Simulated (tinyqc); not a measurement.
## Frequency dispersion of an accumulation capacitance by border traps, distributed model: effect of the semiconductor capacitance in accumulation

Traps spread evenly through the insulator exchange electrons with the semiconductor by tunnelling, with tau(x) = t0 exp(2 ka x) at depth x from the interface. The admittance per area Y seen at depth x obeys dY/dx = -Y^2/(i w eps0 eox) + q Nb ln(1 + i w tau)/tau, with Y(0) = i w Cs and w = 2 pi f; the gate sees Y(tox) = G + i w C. Working variable y = Y/(i w), in uF/cm^2. Cox = eps0 eox/tox.

Cox; trap-free value 1/(1/Cox + 1/Cs); response depth d = ln(1/(w t0))/(2 ka), where w tau = 1; lumped estimate: all traps within d act as C_bt = q Nb d placed at d/2, so C = 1/{1/[1/(1/Cs + d/(2 eps0 eox)) + C_bt] + (tox - d/2)/(eps0 eox)}. C and G from a fine integration; dispersion -d C/d log10 f over C, from f times and over 1.1. For a broad spread of time constants G/w is close to -(pi/2) dC/d ln w.

Inputs (values chosen for the exercise); permittivity close to that of hafnium oxide: relative permittivity of the insulator eox = 19.9; insulator thickness tox = 8.7 nm; density of border traps Nb = 1.4e19 cm^-3 eV^-1; decay constant of the wave function in the insulator ka = 5 1/nm; time constant of a trap at the interface t0 = 2e-9 s; frequency f = 100 Hz.

Constants: q = 1.602176634e-19 C, eps0 = 8.8541878128e-14 F/cm where lengths are in cm. Results are converted to the units shown.

The same in every row: d (nm) = 1.359.

Effect of the semiconductor capacitance in accumulation:
columns A: Cs (uF/cm^2); B: C (uF/cm^2); C: G/w (uF/cm^2); D: dispersion (% a decade); E: -(pi/2) dC/d ln w (uF/cm^2); F: lumped C (uF/cm^2); G: trap-free C (uF/cm^2)
```
A          B         C       D         E       F       G
0.2   0.4260   0.02399   8.252   0.02398  0.4094  0.1820
0.39  0.5392   0.02136   5.805   0.02135  0.5245  0.3270
0.75  0.7150   0.01758   3.603   0.01757  0.7029  0.5473
1.4   0.9458   0.01317   2.041   0.01317  0.9367  0.8278
2.8    1.243  0.008439  0.9949  0.008437   1.237   1.175
5.4    1.508  0.005102  0.4956  0.005099   1.505   1.473
10     1.703  0.003187  0.2740  0.003183   1.700   1.684
20     1.849  0.002047  0.1618  0.002041   1.847   1.839
```

Read the table: what changes, and by how much?

As Cs goes from 0.2 to 20, C rises from 0.426 to 1.85 uF/cm^2, the dispersion falls from 8.25 to 0.162 % a decade and G/w falls from 0.0240 to 0.00205 uF/cm^2. The lumped estimate is 3.9 % below C in the first row and 0.10 % below it in the last. The same traps disperse C more when Cs is small, since they then add to the weaker series term.

tinyqc, about 0.5 s, one thread, Intel Xeon 2.30GHz (shared host): `OMP_NUM_THREADS=1 python tinyqc.py 2202241 2202242 out.jsonl`
